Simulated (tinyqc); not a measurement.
MOS inversion layer, Poisson-Schroedinger loop: one step of the calculation.

Electrons confined at an insulator interface at z = 0, treated as a hard wall; parabolic valleys, Hartree approximation, no image or exchange terms. The depletion charge lies far deeper than the electrons and gives a uniform field q Nd/(eps0 eps_r); the gate balances all charge. Energies are counted from the band edge at the interface.

Problem. Fermi level and occupations. Level k holds N_k = D_k Vt ln(1 + exp((EF - E_k)/Vt)) with D = 2 md1 m0 q/(pi hbar^2) for the set A, D = 4 md2 m0 q/(pi hbar^2) for the set B per eV (spin included); EF is fixed by sum N_k = Ns.

Inputs (values chosen for the exercise); masses and permittivity close to those of silicon (100):
- T = 300 K (temperature)
- md1 = 0.19 m0 (in-plane density-of-states mass of set A)
- md2 = 0.425 m0 (in-plane density-of-states mass of set B)
- Ns = 6.7e11 cm^-2 (sheet density of electrons)

Constants: q = 1.602176634e-19 C, kB = 1.380649e-23 J/K, hbar = 1.054571817e-34 J s, m0 = 9.1093837015e-31 kg, Vt = kB T/q. Results are converted to the units shown.

levels (eV): A1 0.034290175, A2 0.056406880, B1 0.056813058, B2 0.093219975

Give: EF; N_k.

Solution.

EF = -0.046466 eV
N_k (cm^-2): A1 1.7666e11, A2 7.6024e10, B1 3.3485e11, B2 8.2459e10

tinyqc, about 1 s, one thread, Intel Xeon 2.30GHz (shared host): `OMP_NUM_THREADS=1 python tinyqc.py 2160144 2160145 out.jsonl`
